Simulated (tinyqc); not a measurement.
Avalanche multiplication and breakdown of a junction from ionisation integrals: one step, computed by the program tinyqc. Command: `OMP_NUM_THREADS=1 python tinyqc.py 3009288 3009289 out.jsonl impact walk`. One thread of a shared host (Intel(R) Xeon(R) Processor @ 2.30GHz), about 0.01 s of CPU time with the checks.

Ionisation coefficients follow the local field. Position x runs through the depletion layer from the p side (x = 0), where electrons enter, to the n side (x = w), where holes enter. The built-in voltage is neglected.

Question. Coefficients at the critical field. alpha_n = a_n exp(-(b_n/F)^c), alpha_p = a_p exp(-(b_p/F)^c).

Inputs (values chosen for the exercise, modelled on silicon):

| quantity | value | unit |
|---|---|---|
| electron prefactor a_n | 698000 | 1/cm |
| electron field b_n | 1.25e+06 | V/cm |
| hole prefactor a_p | 1.42e+06 | 1/cm |
| hole field b_p | 2.05e+06 | V/cm |
| exponent c | 1 | - |

Junction: punch-through p+ n- n+.

critical field F_m = 0.3104894 MV/cm

Give: alpha_n; alpha_p; ratio k = alpha_p/alpha_n; shorter ionisation length.

Answer.

alpha_n = 12457 1/cm

alpha_p = 1927 1/cm

ratio k = alpha_p/alpha_n = 0.1547

shorter ionisation length = 0.8027 micrometre

Electrons ionise more readily at the peak field.
